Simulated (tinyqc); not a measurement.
# Free and trapped electrons in a MOS channel with a dense trap tail: two studies

p-type body, charge-sheet picture, full ionisation (an idealisation for deep acceptors), Boltzmann statistics for free electrons. e = Ec - EF at the surface. Acceptor-like traps of density D(E) = D0 + De exp(-E/Ew) at depth E below Ec, from 0 to Eu, hold n_t = integral of D(E)/(1 + exp((e - E)/Vt)). psi = Eg - Vt ln(Nv/Na) - e; N_dep = sqrt(2 eps0 eps_r Na (psi - Vt)/q); n_f = sqrt(N_dep^2 + 2 eps0 eps_r Vt Nc exp(-e/Vt)/q) - N_dep; Vg = Vfb + psi + q (N_dep + n_t + n_f)/Cox, Cox = eps0 eox/tox.

Parameters, values chosen for the exercise; band and dielectric values close to those of 4H silicon carbide:
- T = 250 K (temperature)
- Eg = 3.2 eV (band gap)
- eps_r = 9.78 (relative permittivity)
- Nc = 1.3e19 cm^-3 (conduction-band density of states at T)
- Nv = 1.9e19 cm^-3 (valence-band density of states at T)
- eox = 3.9 (relative permittivity of the insulator)
- tox = 31 nm (insulator thickness)
- Na = 1.5e16 cm^-3 (acceptor density)
- Vfb = -2.85 V (flat-band voltage without trapped charge)
- D0 = 1.3e10 cm^-2 eV^-1 (constant background density of acceptor-like traps)
- De = 5.2e13 cm^-2 eV^-1 (density of the tail at the conduction edge)
- Ew = 0.14 eV (decay energy of the tail)
- Eu = 0.5 eV (depth below Ec down to which the traps reach)
- mf = 90 cm^2/(V s) (mobility of free electrons)

Constants: q = 1.602176634e-19 C, kB = 1.380649e-23 J/K, Vt = kB T/q, eps0 = 8.8541878128e-14 F/cm where lengths are in cm. Results are converted to the units shown.

Each table varies one quantity; the others keep the values above.

## Free and trapped charge against gate voltage

Free share n_f/(n_f + n_t); swing ln 10 n_f/(dn_f/dVg); field-effect mobility mf q (dn_f/dVg)/Cox, for a constant mf; oxide field q (N_dep + n_t + n_f)/(eps0 eox).

Free and trapped charge against gate voltage:
columns A: Vg (V); B: e (eV); C: n_f (cm^-2); D: n_t (cm^-2); E: free share (%); F: swing (mV/decade); G: field-effect mobility (cm^2/(V s)); H: oxide field (MV/cm)
```
A            B         C         D         E      F         G       H
1.7     0.3141   1.064e6  6.010e11  1.770e-4  470.5  6.741e-4  0.5864
2.9     0.2211   7.828e7  1.359e12  0.005758  857.8   0.02720  0.9436
4.2     0.1601   1.316e9  2.212e12   0.05943   1297    0.3024   1.343
5.5     0.1172   9.505e9  3.073e12    0.3084   1760     1.609   1.749
6.7    0.08668  3.818e10  3.854e12    0.9810   2249     5.061   2.126
8      0.06009  1.232e11  4.651e12     2.581   2921     12.57   2.537
9.3    0.03817  3.036e11  5.357e12     5.364   3785     23.91   2.949
10.5   0.02074  5.840e11  5.896e12     9.012   4712     36.95   3.331
11.8  0.004005  1.033e12  6.337e12     14.02   5858     52.58   3.744
```

n_f reaches 1e11 cm^-2 at Vg = 7.74 V, against 1.27 V without traps. The free share rises from 1.77e-4 to 14.0 % and the field-effect mobility rises from 6.74e-4 to 52.6 cm^2/(V s), although mf = 90 is constant: in the last row 58.4 % of Cox dVg goes into free electrons. The swing in the first row is 470 mV a decade (Vt ln 10 = 49.6). For Vg = 9.3, 10.5, 11.8 EF lies less than 2 Vt below the band edge, or above it, where degeneracy and confinement, left out, matter.

## Effect of the density of the tail at the conduction edge

VT is the Vg for n_f = 1e11 cm^-2; swing ln 10 n_f/(dn_f/dVg) at n_f = 1e8 cm^-2; the last three columns are for Vg = VT + 2.5 V, with free share n_f/(n_f + n_t) and field-effect mobility mf q (dn_f/dVg)/Cox; there EF is near the band edge, where Boltzmann statistics are rough.

Effect of the density of the tail at the conduction edge:
columns A: De (cm^-2 eV^-1); B: e at VT (eV); C: VT (V); D: q n_t/Cox at VT (V); E: swing (mV/decade); F: n_f (cm^-2); G: free share (%); H: field-effect mobility (cm^2/(V s))
```
A           B      C       D      E         F       G      H
1e12  0.06494  1.404  0.1324  75.61  1.733e12   92.81  88.10
2e12  0.06494  1.528  0.2567  91.55  1.693e12   86.61  87.53
5e12  0.06494  1.901  0.6295  139.4  1.574e12   71.07  85.60
1e13  0.06494  2.522   1.251  219.1  1.389e12   52.41  81.56
2e13  0.06494  3.765   2.494  378.5  1.071e12   30.40  70.59
4e13  0.06494  6.251   4.979  697.3  6.539e11   12.43  45.42
9e13  0.06494  12.46   11.19   1494  3.085e11   3.215  15.89
2e14  0.06494  26.13   24.86   3248  1.775e11  0.9287  5.022
```

As De goes from 1e12 to 2e14, VT rises from 1.40 to 26.1 V, its part due to traps rises from 0.132 to 24.9 V, the swing rises from 75.6 to 3250 mV/decade and the field-effect mobility falls from 88.1 to 5.02 cm^2/(V s).

Program tinyqc, `OMP_NUM_THREADS=1 python tinyqc.py 2222202 2222203 out.jsonl`; Intel Xeon 2.30GHz, shared host, one thread, about 0.02 s.
